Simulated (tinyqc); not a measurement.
Tight-binding t2g bands of a cubic perovskite: sweeps and comparisons. A value that a table varies takes the place of the one given here.

Orbitals yz, zx, xy (X, Y, Z below) times spin. E_xy = Dt + 2t (2 - cos x - cos y) + 2 td (1 - cos z) + 4 t2 (1 - cos x cos y) with x = kx a and so on; yz and zx follow by cyclic change, without Dt. Spin-orbit term -(Dso/3) L.sigma + Dso/3 with (L_k)_ij = -i epsilon_kij in X, Y, Z: for Dt = 0 the quartet lies at 0 and the doublet at Dso.

Constants: hbar^2/2m0 = 3.80998211 eV angstrom^2.

Values chosen for the exercise (of the size met in SrTiO3 and KTaO3; the results hold for these values, not for the real material):
```
symbol  value            unit      meaning
t       0.304            eV        strong hopping
td      0.029            eV        weak hopping
t2      0.052            eV        diagonal hopping in the plane of the orbital
Dso     0.366            eV        spin-orbit splitting at Gamma
Dt      -0.296           eV        shift of xy (tetragonal field or confinement)
a       3.876            angstrom  lattice constant
k       (0.09, 0.18, 0)  2 pi/a    wave vector
```

## Bands along [100] with and without spin-orbit coupling

k = (x,0,0). The plain columns hold the three orbital energies without spin-orbit coupling, sorted.

Levels (eV):
```
x (2 pi/a)  plain 1  plain 2  plain 3   pair 1  pair 2  pair 3
0.00        -0.2960   0.0000   0.0000  -0.2360  0.0000  0.3060
0.02        -0.2896   0.0005   0.0064  -0.2299  0.0034  0.3098
0.04        -0.2704   0.0018   0.0256  -0.2118  0.0134  0.3215
0.06        -0.2387   0.0041   0.0573  -0.1823  0.0291  0.3419
0.10        -0.1402   0.0111   0.1558  -0.0941  0.0743  0.4125
0.15         0.0239   0.0404   0.3364   0.0317  0.1725  0.5624
0.20         0.0401   0.2678   0.5638   0.1012  0.3660  0.7705
0.30         0.0759   0.7722   1.0682   0.1672  0.8578  1.2572
0.50         0.1160   1.3360   1.6320   0.2181  1.4185  1.8134
```

At the zone edge the heavy yz band has risen by 0.116 eV (4 td) and the light ones by 1.632 eV (4t + 8 t2). Spin-orbit coupling mixes the orbitals while their spacing is below Dso = 0.366 eV: the lowest pair lies +59.6 meV from the plain band at x = 0.02 and +102.1 meV at the edge, where yz has parted from the other two and its offset tends to Dso/3 = 122.0 meV; zx and xy, 296 meV apart without the coupling, still mix there. With Dt < 0 the lowest plain band at Gamma is xy, and yz passes below it further out.

## Order of the levels against the shift of xy

Levels at Gamma, the xy weight of the lowest pair and its mass along [100] from m/m0 = c q^2/(E(q) - E(0)), q = 0.001 (2 pi/a).

At Gamma:
```
Dt (eV)  pair 1 (eV)  pair 2 (eV)  pair 3 (eV)  xy weight of pair 1  mass (m0)
-0.30        -0.2396       0.0000       0.3056                0.887      0.656
-0.15        -0.1117       0.0000       0.3277                0.810      0.682
-0.08        -0.0569       0.0000       0.3429                0.753      0.702
-0.03        -0.0205       0.0000       0.3565                0.702      0.722
-0.01        -0.0067       0.0000       0.3627                0.679      0.731
0.01          0.0000       0.0066       0.3694                0.000      1.161
0.03          0.0000       0.0194       0.3766                0.000      1.161
0.08          0.0000       0.0492       0.3968                0.000      1.161
0.15          0.0000       0.0849       0.4311                0.000      1.161
```

For Dt > 0 the lowest pair is the pure yz, zx combination at 0, with mass 1.161 at Dt = 0.15 eV. For Dt < 0 it gains xy weight, 0.68 at -0.01 and 0.89 at -0.3 eV, and its mass tends to the light value 0.622; the scale of the change is Dso = 0.366 eV.

## What each parameter does

The three pairs at k. Each row changes one parameter from the base and keeps the others.

Results:
```
case             pair 1 (eV)  pair 2 (eV)  pair 3 (eV)
base                  0.2014       0.3638       0.7197
t = 0.3344 eV         0.2177       0.4024       0.7536
td = 0.0435 eV        0.2142       0.3670       0.7249
t2 = 0.072 eV         0.2215       0.4103       0.7628
Dso = 0.4758 eV       0.2039       0.3717       0.8191
Dt = -0.326 eV        0.1944       0.3466       0.7140
```

The largest shifts from the base row, up to three for each result and ties (the steps differ in size, so this ranks the rows, not the parameters). pair 1 (eV): t2 +0.0201, t +0.0163, td +0.0128. pair 2 (eV): t2 +0.0464, t +0.0386, Dt -0.0172. pair 3 (eV): Dso +0.0993, t2 +0.0431, t +0.0338.

Program tinyqc; command `OMP_NUM_THREADS=1 python tinyqc.py 1451525 1451526 out.jsonl`; about 0.01 s on one thread of a shared Intel(R) Xeon(R) Processor @ 2.30GHz.
